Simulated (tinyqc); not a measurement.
CCSD on RHF in the sto-6g basis, for BeH+, spin multiplicity 1, step by step. One step of it, computed by the program tinyqc.

Problem. Iteration 1: building the Fock matrix. J_ij = sum D_kl (ij|kl), K_ij = sum D_kl (ik|jl); F = H + J - 0.5 K; E = tr D H + tr D J / 2 - 0.25 tr D K + E_nn.

D at the start, lower triangle:
```
            1Be 1s    1Be 2s   1Be 2px   1Be 2py   1Be 2pz     2H 1s
1Be 1s    1.997538
1Be 2s    0.002381  0.182018
1Be 2px   0.000000  0.000000  0.000000
1Be 2py   0.000000  0.000000  0.000000  0.000000
1Be 2pz  -0.131321  0.255248  0.000000  0.000000  0.367017
2H 1s    -0.180544  0.328519  0.000000  0.000000  0.473150  0.610039
```

core Hamiltonian H = T + V (hartree), lower triangle:
```
            1Be 1s     1Be 2s    1Be 2px    1Be 2py    1Be 2pz      2H 1s
1Be 1s   -8.394114
1Be 2s   -1.972224  -2.482924
1Be 2px   0.000000   0.000000  -1.997129
1Be 2py   0.000000   0.000000   0.000000  -1.997129
1Be 2pz  -0.024326  -0.167339   0.000000   0.000000  -2.130746
2H 1s    -0.806043  -1.420663   0.000000   0.000000  -1.381250  -2.236686
```

Two-electron integrals (ij|kl) in chemists' order, unique and non-zero (hartree):
```
(11|11) 2.299996   (21|11) 0.361879   (21|21) 0.071926   (22|11) 0.570332
(22|21) 0.139654   (22|22) 0.417773   (31|31) 0.015252   (32|31) 0.022555
(32|32) 0.092340   (33|11) 0.570332   (33|21) 0.139654   (33|22) 0.417773
(33|33) 0.450117   (41|41) 0.015252   (42|41) 0.022555   (42|42) 0.092340
(43|43) 0.024258   (44|11) 0.570332   (44|21) 0.139654   (44|22) 0.417773
(44|33) 0.401601   (44|44) 0.450117   (51|51) 0.015252   (52|51) 0.022555
(52|52) 0.092340   (53|53) 0.024258   (54|54) 0.024258   (55|11) 0.570332
(55|21) 0.139654   (55|22) 0.417773   (55|33) 0.401601   (55|44) 0.401601
(55|55) 0.450117   (61|11) 0.151522   (61|21) 0.029112   (61|22) 0.055827
(61|33) 0.055379   (61|44) 0.055379   (61|51) 0.002850   (61|52) 0.005357
(61|55) 0.056723   (61|61) 0.012452   (62|11) 0.276119   (62|21) 0.068168
(62|22) 0.212705   (62|33) 0.205747   (62|44) 0.205747   (62|51) 0.009501
(62|52) 0.049773   (62|55) 0.226623   (62|61) 0.030004   (62|62) 0.146069
(63|31) 0.007598   (63|32) 0.031841   (63|53) 0.009334   (63|63) 0.015978
(64|41) 0.007598   (64|42) 0.031841   (64|54) 0.009334   (64|64) 0.015978
(65|11) 0.269278   (65|21) 0.067500   (65|22) 0.220585   (65|33) 0.207851
(65|44) 0.207851   (65|51) 0.015764   (65|52) 0.078769   (65|55) 0.246053
(65|61) 0.031580   (65|62) 0.174278   (65|65) 0.218813   (66|11) 0.440173
(66|21) 0.110950   (66|22) 0.378243   (66|33) 0.351669   (66|44) 0.351669
(66|51) 0.020827   (66|52) 0.129565   (66|55) 0.431389   (66|61) 0.051146
(66|62) 0.312882   (66|65) 0.400516   (66|66) 0.774999
```

nuclear repulsion = 1.79230215 hartree

Give: Coulomb J; exchange K; Fock matrix F; total energy of this density.

Solution.

Coulomb J (hartree), lower triangle:
```
         1Be 1s  1Be 2s  1Be 2px  1Be 2py  1Be 2pz   2H 1s
1Be 1s   5.5592
1Be 2s   0.9657  1.9284
1Be 2px  0.0000  0.0000   1.8898
1Be 2py  0.0000  0.0000   0.0000   1.8898
1Be 2pz  0.0403  0.2256   0.0000   0.0000   2.0056
2H 1s    0.4121  1.1376   0.0000   0.0000   1.2592  2.2065
```

exchange K (hartree), lower triangle:
```
          1Be 1s  1Be 2s  1Be 2px  1Be 2py  1Be 2pz   2H 1s
1Be 1s    4.5894
1Be 2s    0.7691  0.5056
1Be 2px   0.0000  0.0000   0.0930
1Be 2py   0.0000  0.0000   0.0000   0.0930
1Be 2pz  -0.0071  0.4346   0.0000   0.0000   0.6250
2H 1s     0.3261  0.6669   0.0000   0.0000   0.8159  1.2515
```

Fock matrix F (hartree), lower triangle:
```
          1Be 1s   1Be 2s  1Be 2px  1Be 2py  1Be 2pz    2H 1s
1Be 1s   -5.1296
1Be 2s   -1.3910  -0.8074
1Be 2px   0.0000   0.0000  -0.1539
1Be 2py   0.0000   0.0000   0.0000  -0.1539
1Be 2pz   0.0196  -0.1591   0.0000   0.0000  -0.4376
2H 1s    -0.5570  -0.6165   0.0000   0.0000  -0.5299  -0.6559
```

total energy of this density = -14.785973 hartree
